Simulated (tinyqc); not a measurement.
Inside a calculation: Stoner model of a band ferromagnet. Values are carried at full precision from step to step, so a last printed digit may differ when a step is redone from the rounded ones.

Density of states per atom and spin: triangular, D(e) = (4 M/W^2) (W/2 - |e|). Levels e -/+ I m/2 for up and down spin, m = n_up - n_down, n_up + n_down = nd. At zero temperature e(N) is the energy below which N states lie, and E(m) = sum over spins of integral e D de - I m^2/4.

Inputs chosen for the exercise:
```
symbol  value  unit  meaning
W       4.3    eV    band width, e from -W/2 to W/2
M       5            states per atom and spin
nd      3.83         electrons per atom
I       0.52   eV    Stoner parameter
```

## The paramagnetic state and the Stoner criterion

Find EF from nd/2 states per spin, D(EF) and the product I D(EF); below 1 the susceptibility is enhanced by 1/(1 - I D).

EF = -0.2683 eV
D(EF) = 2.0354 1/eV
I D(EF) = 1.0584

The paramagnet is unstable.

## Energy against moment

Tabulate the splitting that the band needs, e(n_up) - e(n_down), against I m, and E(m) - E(0), at nine moments up to saturation m_max = min(nd, 2M - nd).

Energy curve:
```
m      e(n_up) (eV)  e(n_down) (eV)  difference (eV)  I m (eV)  E - E(0) (meV)
0.000       -0.2683         -0.2683           0.0000    0.0000             0.0
0.479       -0.1541         -0.3898           0.2357    0.2490            -1.6
0.958       -0.0462         -0.5204           0.4742    0.4979            -6.1
1.436        0.0580         -0.6624           0.7204    0.7469           -12.4
1.915        0.1666         -0.8194           0.9861    0.9958           -17.2
2.394        0.2815         -0.9977           1.2792    1.2448           -14.9
2.873        0.4040         -1.2091           1.6131    1.4937             2.5
3.351        0.5357         -1.4847           2.0204    1.7427            48.0
3.830        0.6792         -2.1500           2.8292    1.9916           154.7
```

dE/dm is half of (difference - I m), so E falls wherever I m exceeds the difference.

## The ground state

Take the lowest of E(0), the stationary points e(n_up) - e(n_down) = I m, and saturation.

m = 2.056 muB
exchange splitting I m = 1.069 eV
E - E(0) = -17.6 meV

n_up, n_down: 2.943  0.887

Both spin bands cross the Fermi level (a weak ferromagnet).

## Checks

- States in the band over M against 1: both 1.000000.

Computed by tinyqc, a small Python program: `OMP_NUM_THREADS=1 python tinyqc.py 1680241 1680242 out.jsonl` (the numbers bound the seed that draws the inputs); one thread of a shared host (Intel(R) Xeon(R) Processor @ 2.30GHz), about 0.5 s for the whole set of steps.
